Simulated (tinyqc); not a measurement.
Inside a calculation. Method: RKS/LDA (VWN5) in the 6-31g basis, for H3+, spin multiplicity 1. One step of it, computed by the program tinyqc.

Question. Iteration 2: building the Kohn-Sham matrix. J_ij = sum D_kl (ij|kl); F = H + J + V_xc; E = tr D H + tr D J / 2 + E_xc + E_nn.

D after iteration 1, lower triangle:
```
          1H 1s     1H 2s     2H 1s     2H 2s     3H 1s     3H 2s
1H 1s  0.188926
1H 2s  0.122050  0.078847
2H 1s  0.162483  0.104967  0.139740
2H 2s  0.118675  0.076666  0.102064  0.074546
3H 1s  0.162212  0.104792  0.139507  0.101894  0.139275
3H 2s  0.118377  0.076474  0.101808  0.074359  0.101638  0.074172
```

core Hamiltonian H = T + V (hartree), lower triangle:
```
           1H 1s      1H 2s      2H 1s      2H 2s      3H 1s      3H 2s
1H 1s  -1.245021
1H 2s  -1.127130  -1.284349
2H 1s  -0.488610  -0.686338  -1.093846
2H 2s  -0.725769  -0.985855  -1.030314  -1.177687
3H 1s  -0.488765  -0.686442  -0.140296  -0.413986  -1.093908
3H 2s  -0.725862  -0.985934  -0.413974  -0.722673  -1.030353  -1.177722
```

Two-electron integrals (ij|kl) in chemists' order, unique and non-zero (hartree):
```
(11|11) 1.076566   (21|11) 0.578470   (21|21) 0.329423   (22|11) 0.587396
(22|21) 0.361304   (22|22) 0.453150   (31|11) 0.165717   (31|21) 0.097249
(31|22) 0.111240   (31|31) 0.040919   (32|11) 0.213929   (32|21) 0.134086
(32|22) 0.172730   (32|31) 0.062049   (32|32) 0.111171   (33|11) 0.488205
(33|21) 0.314677   (33|22) 0.426518   (33|31) 0.165717   (33|32) 0.327421
(33|33) 1.076566   (41|11) 0.327421   (41|21) 0.187788   (41|22) 0.208295
(41|31) 0.062049   (41|32) 0.088171   (41|33) 0.213929   (41|41) 0.111171
(42|11) 0.386047   (42|21) 0.240060   (42|22) 0.308605   (42|31) 0.086980
(42|32) 0.146450   (42|33) 0.386047   (42|41) 0.146450   (42|42) 0.234066
(43|11) 0.314677   (43|21) 0.201342   (43|22) 0.271761   (43|31) 0.097249
(43|32) 0.187788   (43|33) 0.578470   (43|41) 0.134086   (43|42) 0.240060
(43|43) 0.329423   (44|11) 0.426518   (44|21) 0.271761   (44|22) 0.370390
(44|31) 0.111240   (44|32) 0.208295   (44|33) 0.587396   (44|41) 0.172730
(44|42) 0.308605   (44|43) 0.361304   (44|44) 0.453150   (51|11) 0.165787
(51|21) 0.097288   (51|22) 0.111283   (51|31) 0.027798   (51|32) 0.039176
(51|33) 0.090818   (51|41) 0.055215   (51|42) 0.073355   (51|43) 0.059020
(51|44) 0.082578   (51|51) 0.040949   (52|11) 0.213977   (52|21) 0.134114
(52|22) 0.172761   (52|31) 0.039169   (52|32) 0.060289   (52|33) 0.143631
(52|41) 0.076681   (52|42) 0.115366   (52|43) 0.093699   (52|44) 0.134502
(52|51) 0.062082   (52|52) 0.111201   (53|11) 0.029883   (53|21) 0.018406
(53|22) 0.022681   (53|31) 0.007243   (53|32) 0.011534   (53|33) 0.029698
(53|41) 0.011602   (53|42) 0.017553   (53|43) 0.018230   (53|44) 0.022473
(53|51) 0.007245   (53|52) 0.011535   (53|53) 0.001936   (54|11) 0.118341
(54|21) 0.074295   (54|22) 0.096051   (54|31) 0.023482   (54|32) 0.036981
(54|33) 0.089553   (54|41) 0.043714   (54|42) 0.067299   (54|43) 0.057976
(54|44) 0.081129   (54|51) 0.033958   (54|52) 0.060769   (54|53) 0.007051
(54|54) 0.034508   (55|11) 0.488263   (55|21) 0.314710   (55|22) 0.426548
(55|31) 0.090791   (55|32) 0.143615   (55|33) 0.342438   (55|41) 0.179926
(55|42) 0.284160   (55|43) 0.224973   (55|44) 0.331586   (55|51) 0.165787
(55|52) 0.327468   (55|53) 0.029698   (55|54) 0.177339   (55|55) 1.076566
(61|11) 0.327468   (61|21) 0.187814   (61|22) 0.208324   (61|31) 0.055200
(61|32) 0.076676   (61|33) 0.179932   (61|41) 0.106964   (61|42) 0.138237
(61|43) 0.115377   (61|44) 0.156628   (61|51) 0.062082   (61|52) 0.088200
(61|53) 0.011604   (61|54) 0.048715   (61|55) 0.213977   (61|61) 0.111201
(62|11) 0.386088   (62|21) 0.240085   (62|22) 0.308635   (62|31) 0.073334
(62|32) 0.115356   (62|33) 0.284170   (62|41) 0.138232   (62|42) 0.209832
(62|43) 0.182264   (62|44) 0.252732   (62|51) 0.087020   (62|52) 0.146484
(62|53) 0.017554   (62|54) 0.081119   (62|55) 0.386088   (62|61) 0.146484
(62|62) 0.234106   (63|11) 0.118331   (63|21) 0.074290   (63|22) 0.096047
(63|31) 0.033945   (63|32) 0.060760   (63|33) 0.177339   (63|41) 0.048707
(63|42) 0.081112   (63|43) 0.102468   (63|44) 0.115019   (63|51) 0.023489
(63|52) 0.036985   (63|53) 0.007051   (63|54) 0.022920   (63|55) 0.089553
(63|61) 0.043717   (63|62) 0.067302   (63|63) 0.034508   (64|11) 0.250332
(64|21) 0.157029   (64|22) 0.205999   (64|31) 0.055851   (64|32) 0.094648
(64|33) 0.247148   (64|41) 0.095361   (64|42) 0.155247   (64|43) 0.155249
(64|44) 0.204339   (64|51) 0.055870   (64|52) 0.094660   (64|53) 0.013368
(64|54) 0.055419   (64|55) 0.247148   (64|61) 0.095373   (64|62) 0.155258
(64|63) 0.055419   (64|64) 0.114676   (65|11) 0.314710   (65|21) 0.201361
(65|22) 0.271778   (65|31) 0.059003   (65|32) 0.093688   (65|33) 0.224973
(65|41) 0.115372   (65|42) 0.182257   (65|43) 0.147382   (65|44) 0.215316
(65|51) 0.097288   (65|52) 0.187814   (65|53) 0.018230   (65|54) 0.102468
(65|55) 0.578470   (65|61) 0.134114   (65|62) 0.240085   (65|63) 0.057976
(65|64) 0.155249   (65|65) 0.329423   (66|11) 0.426548   (66|21) 0.271778
(66|22) 0.370407   (66|31) 0.082552   (66|32) 0.134486   (66|33) 0.331586
(66|41) 0.156616   (66|42) 0.252719   (66|43) 0.215316   (66|44) 0.309235
(66|51) 0.111283   (66|52) 0.208324   (66|53) 0.022473   (66|54) 0.115019
(66|55) 0.587396   (66|61) 0.172761   (66|62) 0.308635   (66|63) 0.081129
(66|64) 0.204339   (66|65) 0.361304   (66|66) 0.453150
```

nuclear repulsion = 1.33084619 hartree

V_xc (hartree), lower triangle:
```
           1H 1s      1H 2s      2H 1s      2H 2s      3H 1s      3H 2s
1H 1s  -0.471546
1H 2s  -0.266789  -0.287169
2H 1s  -0.093538  -0.148746  -0.423185
2H 2s  -0.160533  -0.211495  -0.238558  -0.257478
3H 1s  -0.093368  -0.148477  -0.020301  -0.083701  -0.422818
3H 2s  -0.160315  -0.211349  -0.084030  -0.147710  -0.238193  -0.257190
```

E_xc = sum of w rho eps_xc = -0.57924592 hartree

Give: Coulomb J; Kohn-Sham matrix F; total energy of this density.

Answer.

Coulomb J (hartree), lower triangle:
```
       1H 1s  1H 2s  2H 1s  2H 2s  3H 1s  3H 2s
1H 1s  1.283
1H 2s  0.769  0.934
2H 1s  0.264  0.421  1.111
2H 2s  0.459  0.678  0.677  0.854
3H 1s  0.264  0.420  0.057  0.238  1.110
3H 2s  0.459  0.678  0.238  0.477  0.676  0.854
```

Kohn-Sham matrix F (hartree), lower triangle:
```
        1H 1s   1H 2s   2H 1s   2H 2s   3H 1s   3H 2s
1H 1s  -0.433
1H 2s  -0.625  -0.638
2H 1s  -0.318  -0.414  -0.406
2H 2s  -0.428  -0.519  -0.592  -0.581
3H 1s  -0.318  -0.414  -0.104  -0.259  -0.407
3H 2s  -0.428  -0.520  -0.260  -0.394  -0.592  -0.581
```

total energy of this density = -1.24037 hartree
